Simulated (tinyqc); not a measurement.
Inside a calculation. Method: plane-wave Kohn-Sham cycle with exchange-only LDA in a layered model solid. One step of it, computed by the program tinyqc.

Question. Iteration 1: Hamiltonian at one k. H(m,m') = (k + G_m)^2/2 delta + V(G_m - G_m'), with V(-G) = V(G).

A solid whose potential varies along x alone (atomic units):
```
parameter                      value
period a                   13.500000
cross-section of the cell  25.000000
electrons per cell                 4
grid points                       16
plane waves -n..n, n               2
k points                           4
V1 in V1 cos(2 pi x/a)     -0.530000
```

V(G_m), m = 0, 1, 2, ... (hartree): [-0.224519, -0.265000, 0.000000, 0.000000, 0.000000]

k = 0.125000 2 pi / a

Give: H.

Answer.

H (hartree), order -2, -1, +0, +1, +2:
```
[[0.1563, -0.2650, 0.0000, 0.0000, 0.0000],
 [-0.2650, -0.1416, -0.2650, 0.0000, 0.0000],
 [0.0000, -0.2650, -0.2228, -0.2650, 0.0000],
 [0.0000, 0.0000, -0.2650, -0.0874, -0.2650],
 [0.0000, 0.0000, 0.0000, -0.2650, 0.2646]]
```
